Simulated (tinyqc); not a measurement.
From results back to parameters: linear model of a band gap against the share of exact exchange. Three cases, with inputs chosen for the exercise.

Problem. Gap and optical dielectric constant were computed at two shares alpha. They follow E = E0 + S alpha and eps = 1 + (e0 - 1)(EP/(EP + S alpha))^2.

Find: S; E0; EP; e0.

Method. The two gaps give S and E0. With q = sqrt((eps1 - 1)/(eps2 - 1)) = (EP + S alpha2)/(EP + S alpha1), EP = S (alpha2 - q alpha1)/(q - 1); e0 follows from either eps.

Case 1.

Values chosen (out of a larger set: of the order of those of MgO; not measured data): al12 = (0.1, 0.2) (two shares of exact exchange).

gaps (eV): 5.77300  6.75600

eps: 3.180054  3.019932

Solution.

S = 9.83 eV
E0 = 4.79 eV
EP = 24.3 eV
e0 = 3.36

Case 2.

Values chosen (out of a larger set: of the order of those of TiO2; not measured data): al12 = (0.15, 0.2) (two shares of exact exchange).

gaps (eV): 3.21800  3.64400

eps: 6.763140  6.450785

Solution.

S = 8.52 eV
E0 = 1.94 eV
EP = 13.8 eV
e0 = 7.88

Case 3.

Values chosen (out of a larger set: of the order of those of GaAs; not measured data): al12 = (0.3, 0.4) (two shares of exact exchange).

gaps (eV): 2.19400  2.75200

eps: 8.950541  8.274116

Solution.

S = 5.58 eV
E0 = 0.52 eV
EP = 10.6 eV
e0 = 11.66

Computed by tinyqc, one run a case: `OMP_NUM_THREADS=1 python tinyqc.py N N+1 out.jsonl` with N = 1851038, 1851041, 1851074; one thread of a shared Intel(R) Xeon(R) Processor @ 2.30GHz, about 0.01 s a run at most.
